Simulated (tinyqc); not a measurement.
Thickness at fixed voltage: leakage through a gate insulator: direct, Fowler-Nordheim, trap-assisted and Poole-Frenkel currents. Computed by tinyqc, a small Python program. Command: `OMP_NUM_THREADS=1 python tinyqc.py 3004868 3004869 out.jsonl oxideleak sweep`. One thread of a shared host (Intel(R) Xeon(R) Processor @ 2.30GHz), about 0.01 s of CPU time with the checks.

Electrons enter from the cathode Fermi level at x = 0; the conduction band of the insulator lies phi_b - e F x above it, F = V/t. WKB exponents use a parabolic band with mass m.

Inputs (values chosen for the exercise, with an insulator like Si3N4):
```
quantity                          value   unit
barrier phi_b                      2.03     eV
tunnelling mass m                  0.42    m_0
static constant eps_ox             7.25      -
voltage across the insulator V      1.2      V
trap depth phi_t                    1.2     eV
trap density N_t                6.6e+18  cm^-3
attempt rate nu_0                 2e+12    1/s
activation of capture E_a          0.22     eV
temperature T                       450      K
```

Constants: hbar^2/(2 m_0) = 3.80998212 eV angstrom^2; e = 1.602176634e-19 C; hbar = 1.054571817e-34 J s; k_B = 8.617333262e-05 eV/K.

Method:
- For a level a distance phi(x) below the band, the WKB exponent is 2 int kappa dx with kappa = sqrt(m phi/(hbar^2/2m_0)); for a linear barrier from phi_1 down to phi_2 = max(phi_1 - e F d, 0) it is G = (4/3) sqrt(m/(hbar^2/2m_0)) (phi_1^(3/2) - phi_2^(3/2))/(e F).
- J_tun = e^3 F^2/(16 pi^2 hbar m phi_b) x exp(-G) / [1 - sqrt(phi_2/phi_b)]^2 with the free-electron mass in the cathode (m in m_0), phi_2 = max(phi_b - e V, 0): direct tunnelling for e V < phi_b, Fowler-Nordheim above. Image forces, back-flow and the limit on supply are left out, so J_tun is overstated below about 0.5 V.
- Equivalent oxide thickness = 3.9 t/eps_ox.
- A trap at depth x lies phi_t below the band. Capture: tunnel at the cathode Fermi level from 0 to x (G_in from phi_1 = phi_b), rate nu_0 exp(-G_in - E_c/k_B T) with E_c = E_a + max(phi_b - phi_t - e F x, 0), the last term being the height of the trap above the cathode Fermi level. Emission: tunnel from the trap level to the anode (G_out from phi_1 = phi_t over t - x), rate nu_0 exp(-G_out - E_a/k_B T). Re-emission to the cathode follows from detailed balance, rate_back = rate_in exp(dE/k_B T) with dE = phi_b - phi_t - e F x. Each trap passes R = rate_in rate_out/(rate_in + rate_back + rate_out) electrons per second; filling from the anode is left out.
- J_TAT = e N_t int_0^t R dx by the midpoint rule on 400 intervals; the most effective depth is the midpoint with the largest R, rounded to 0.01 nm.
- J = J_tun + J_TAT (the Poole-Frenkel bound is not added); the ratio J/J_tun is the excess that stress-made traps add.

One run for each value:
```
thickness t (nm)  tunnelling current J_tun (A/cm^2)  trap-assisted current J_TAT (A/cm^2)  field F (MV/cm)  J/J_tun
1.2                                      1.0871e+05                            1.2393e-01           10.000     1.00
1.5                                      6.5423e+03                            2.4780e-02            8.000     1.00
1.9                                      1.7435e+02                            2.8715e-03            6.316     1.00
2.4                                      2.1247e+00                            1.9934e-04            5.000     1.00
3.0                                      1.2023e-02                            8.8242e-06            4.000     1.00
3.8                                      1.3701e-05                            1.7308e-07            3.158     1.01
4.8                                      3.2465e-09                            2.0159e-09            2.500     1.62
6.0                                      1.6243e-13                            1.6544e-11            2.000   102.85
```

Over the rows, tunnelling current J_tun (A/cm^2) falls from 109000 to 1.62e-13 (exponent d ln y / d ln x -13 between the first rows and -44 between the last); trap-assisted current J_TAT (A/cm^2) falls from 0.124 to 1.65e-11 (exponent d ln y / d ln x -7.2 between the first rows and -22 between the last); field F (MV/cm) falls from 10.0 to 2.00 (exponent d ln y / d ln x about -1.0 throughout).

Extremes, crossings and ranges named in words are read from the listed rows.
